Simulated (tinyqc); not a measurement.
## Mobility and threshold from two currents

Problem. In the linear region I = mu Cox (W/L) [(Vgs - VT) Vds - m Vds^2/2], Cox = eps0 eox/tox. Find mu and VT.

Values chosen for this exercise: relative permittivity of the gate insulator eox = 7.39; insulator thickness tox = 40 nm; gate width W = 1 um; gate length L = 2 um.

Constants: eps0 = 8.8541878128e-14 F/cm where lengths are in cm. Results are converted to the units shown.

I at Vgs = 2.32 and 2.82 V, Vds = 0.05 V (uA): [0.28879162, 0.67729678]
m = 1.2870356

Answer. The slope dI/dVgs is mu Cox (W/L) Vds; the line meets zero current at VT + m Vds/2.

mu = 190.0 cm^2/(V s)
VT = 1.916 V

Computed by the program tinyqc: `OMP_NUM_THREADS=1 python tinyqc.py 2360147 2360148 out.jsonl`, one thread of a shared Intel Xeon 2.30GHz, about 0.07 s for the whole run.
